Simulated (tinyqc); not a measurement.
Stark shift: graded (staircase) quantum well by finite differences.

Finite differences on points z_i at the centres of cells of width h: H_ii = (c/h^2)(1/m_(i-1/2) + 1/m_(i+1/2)) + V_i, H_(i,i+1) = -(c/h^2)/m_(i+1/2), where m_(i+1/2) is the mean of the masses at the two points (the end values are repeated outwards), psi = 0 on the points beyond both ends, c = hbar^2/2m0. The field adds e F (z - z0) with z0 the middle of the structure; 1 kV/cm = 1e-5 eV/angstrom.

Constants: hbar^2/2m0 = 3.80998211 eV angstrom^2.

Values chosen for the exercise (out of a larger set: near those of an InGaAs well in InAlAs; not measured data): layers = ((40, 0.505, 0.072), (10, 0.224, 0.0543), (10, 0.056, 0.0437), (10, 0, 0.0402), (10, 0.056, 0.0437), (10, 0.224, 0.0543), (40, 0.505, 0.072)) (each layer: thickness in angstrom, band edge in eV, mass in m0); hf = 0.625 angstrom (cell width of the fine grid); Fs = (0, 33.3, 66.7, 100, 133, 167, 200) kV/cm (fields).

Fine grid. Perturbation theory: dE1 = e F z_11 - beta (e F)^2 with beta = sum_j z_1j^2/(E_j - E_1) over the 13 next levels at zero field, z from z0.

Levels against field:
```
F (kV/cm),E1 (eV),E2 (eV),dE1 (meV),second order (meV),<z - z0> (angstrom),E2 - E1 (meV)
0,0.1940,0.5596,0.00,0.00,0.0,365.5
33.3,0.1940,0.5592,-0.06,-0.06,-0.4,365.2
66.7,0.1938,0.5581,-0.25,-0.25,-0.8,364.3
100,0.1935,0.5562,-0.57,-0.57,-1.1,362.7
133,0.1930,0.5536,-1.01,-1.01,-1.5,360.6
167,0.1925,0.5502,-1.59,-1.59,-1.9,357.7
200,0.1918,0.5462,-2.29,-2.27,-2.3,354.5
```

z_11 = 0.00 angstrom
beta = 568.6 angstrom^2/eV

At zero field the state is centred, so the shift starts as F^2; it turns linear only if the state is pulled to one side. At 200 kV/cm E1 has moved by -2.29 meV, where second order gives -2.27 meV; they differ by 0.5 % there. The electron moves by -2.3 angstrom, against the rise of the potential. From 0 kV/cm on E2 lies above the lowest point of the outer barrier, so it is a resonance or a state of the finite grid, held or pushed up by its ends. E2 - E1 shrinks with the field; the ends are 365.5 and 354.5 meV.

Program tinyqc; command `OMP_NUM_THREADS=1 python tinyqc.py 1280923 1280924 out.jsonl`; about 0.01 s on one thread of a shared Intel(R) Xeon(R) Processor @ 2.30GHz.
